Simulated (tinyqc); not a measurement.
## Voltage acceleration of oxide breakdown, four models on the same data: effect of the use temperature

Field E = V/tox in MV/cm. Models: ln(t63/1 s) = a - c X with X = E (E model), -1/E (1/E model), ln V (power law, c the exponent n) or sqrt(E).

With a and c fitted to the stress data, the voltage for ten years solves a - c X + ln(temperature factor times ks) = ln 3.15576e8; temperature factor exp[(Ea q/kB)(1/Tu - 1/Ts)].

Values chosen for this exercise: oxide thickness tox = 7.7 nm; stress temperature Ts = 398 K; activation energy Ea = 0.63 eV; factor for area and percentile ks = 0.00037.

Constants: q = 1.602176634e-19 C, kB = 1.380649e-23 J/K. Results are converted to the units shown.

```
model         c         a
E       4.73674   49.8867
1/E     376.999  -35.2312
power   42.4811   89.1933
sqrt E  28.4081   92.3304
```

Result of one run:
columns A: temperature factor; B: V for ten years, E (V); C: V for ten years, 1/E (V); D: V for ten years, power (V); E: V for ten years, sqrt E (V)
```
A         B      C      D      E
4495  5.011  5.347  5.212  5.122
```

Which use temperature Tu gave this result: 273, 298, 328, 358 or 398 K?

Tu = 273 K.

The whole series:
columns A: Tu (K); B: temperature factor; C: V for ten years, E (V); D: V for ten years, 1/E (V); E: V for ten years, power (V); F: V for ten years, sqrt E (V)
```
A         B      C      D      E      F
273    4495  5.011  5.347  5.212  5.122
298   475.4  4.646  5.134  4.943  4.813
328   50.41  4.281  4.938  4.689  4.514
358   7.787  3.977  4.786  4.487  4.272
378   2.643  3.802  4.702  4.374  4.135
398   1.000  3.644  4.630  4.276  4.014
423  0.3377  3.467  4.551  4.168  3.880
```

The temperature factor falls from 4490 to 0.338, and the allowed voltage by 30.8 % in the E model and 14.9 % in the 1/E model: the steeper a model is near use conditions, the less voltage a given factor in time costs.

Range of the model: All four laws are empirical fits; none is established far below the stress range.

Computed by the program tinyqc: `OMP_NUM_THREADS=1 python tinyqc.py 2070091 2070092 out.jsonl`, one thread of a shared Intel Xeon 2.30GHz, about 0.01 s for the whole run.
